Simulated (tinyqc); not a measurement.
The product rho l across metals: free and nearly free electrons in a metal.

Constants: hbar^2/2m0 = 3.80998211 eV angstrom^2; hbar = 6.58211957e-16 eV s.

Free electrons with m = 1; fcc cells hold 4 atoms and bcc cells 2; n = atoms z/a^3, kF = (3 pi^2 n)^(1/3), rho l = hbar kF/(n e^2), e = 1.602176634e-19 C. Inputs are chosen for the exercise.

Results:

| case | lattice | a (angstrom) | z | rho (micro-ohm cm) | kF (1/angstrom) | EF (eV) | l (nm) | rho l (1e-16 ohm m^2) |
|---|---|---|---|---|---|---|---|---|
| near Ag | fcc | 4.056 | 1 | 1.72 | 1.211 | 5.59 | 48.2 | 8.30 |
| near Al | fcc | 4.034 | 3 | 2.89 | 1.756 | 11.74 | 13.7 | 3.95 |
| near K | bcc | 5.210 | 1 | 6.45 | 0.748 | 2.13 | 33.7 | 21.73 |
| near Au | fcc | 4.067 | 1 | 2.34 | 1.207 | 5.56 | 35.7 | 8.34 |
| near Li | bcc | 3.461 | 1 | 9.29 | 1.126 | 4.83 | 10.3 | 9.59 |
| near Ca | fcc | 5.548 | 2 | 3.12 | 1.115 | 4.74 | 31.3 | 9.78 |

What can be read from this table?

rho l falls as n^(-2/3): it is lowest for the case near Al and highest for near K. The lowest bulk rho belongs to near Ag; in very narrow wires, where rho l rules, the order changes. Real Fermi surfaces depart from spheres, most for the polyvalent and noble metals.

(tinyqc, `OMP_NUM_THREADS=1 python tinyqc.py 1682583 1682584 out.jsonl`, Intel(R) Xeon(R) Processor @ 2.30GHz, 1 thread, shared host, about 0.01 s.)
